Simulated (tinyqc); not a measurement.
What moves the results: impurity band of shallow donors (Hubbard estimate). A value that a table varies takes the place of the one given here.

Constants: e^2/(4 pi eps0) = 14.39964547 eV angstrom.

Values chosen for the exercise (near those of two donors in GaN; not measured data): a = 27.7 angstrom (orbital radius); eps = 9.5 (dielectric constant); Ns = (0.009, 0.022, 0.054, 0.13, 0.31, 0.67, 1.3) x 1e18/cm^3 (donor densities); R = 101 angstrom (separation).

## From lone donors to an impurity band

Donors on a simple cubic lattice of spacing R = N^(-1/3) (1/angstrom^3 = 1e24/cm^3), Ha* = q/(eps a), q = e^2/(4 pi eps0), x = R/a. Hopping t = Ha* (1 + x) exp(-x), band width B = 12 t, on-site repulsion U = (5/8) Ha*; the gap closes near B/U = 1.15. Valley factors and disorder are left out.

Results:
```
N (1e18/cm^3)  R (angstrom)  N^(1/3) a   t (meV)   B (meV)       B/U
0.0090                480.7      0.058  2.91e-05  0.000350  1.02e-05
0.022                 356.9      0.078   0.00193    0.0231  0.000677
0.054                 264.6      0.105    0.0411     0.493    0.0144
0.13                  197.4      0.140     0.357      4.29     0.125
0.31                  147.8      0.187      1.67      20.1     0.587
0.67                  114.3      0.242      4.53      54.4      1.59
1.3                    91.6      0.302      8.63       104      3.03
```

B/U passes 1.15 between 0.31 and 0.67 x 1e18/cm^3; the root is x = 4.52, N^(1/3) a = 0.221, N = 0.51 x 1e18/cm^3, below the 0.83 that the empirical rule N^(1/3) a = 0.26 gives; the estimate is rough, since random positions, the overlap of the orbitals and screening are left out. While N grows by 144 times, t grows by 2.96e+05 times.

## What each parameter does (pair of shallow donors (hydrogen-like orbitals))

Each donor has the orbital exp(-r/a); energy unit Ha* = q/(eps a), q = e^2/(4 pi eps0), so that a lone donor is bound by Ha*/2; x = R/a. One electron: S = (1 + x + x^2/3) exp(-x), j = 1/x - (1 + 1/x) exp(-2x), k = (1 + x) exp(-x); levels E(+/-) = -1/2 - (j +/- k)/(1 +/- S) in Ha*, without the repulsion of the ions, split by D = |E(-) - E(+)|.

Two electrons, Heitler-London: with S' = (1 - x + x^2/3) exp(x), C = 1/x - exp(-2x)(1/x + 11/8 + 3x/4 + x^2/6), X = (1/5){exp(-2x)(25/8 - 23x/4 - 3x^2 - x^3/3) + (6/x)[S^2 (0.5772157 + ln x) + S'^2 Ei(-4x) - 2 S S' Ei(-2x)]}, Q = C - 2j + 1/x and A = X - 2 S k + S^2/x, the singlet and triplet lie at (Q +/- w A)/(1 +/- w S^2) from two lone donors, with the valley weight w = 1 (one valley); the exchange is J = triplet - singlet.

x, D = |E(-) - E(+)| and J. Each row changes one parameter from the base and keeps the others.

Results:
```
case                   x  D (meV)  J (micro-eV)
base               3.646    6.547      1.82e+03
a = 30.5 angstrom  3.311    7.597      2.61e+03
eps = 10.5         3.646    5.924      1.64e+03
R = 116 angstrom   4.188    4.369           835
```

The largest shifts from the base row, up to three for each result and ties (the steps differ in size, so this ranks the rows, not the parameters). x: R +0.542, a -0.335; unchanged at the printed digits by eps. D (meV): R -2.18, a +1.05, eps -0.624. J (micro-eV): R -983, a +794, eps -173.

(tinyqc, `OMP_NUM_THREADS=1 python tinyqc.py 1281671 1281672 out.jsonl`, Intel(R) Xeon(R) Processor @ 2.30GHz, 1 thread, shared host, about 0.01 s.)
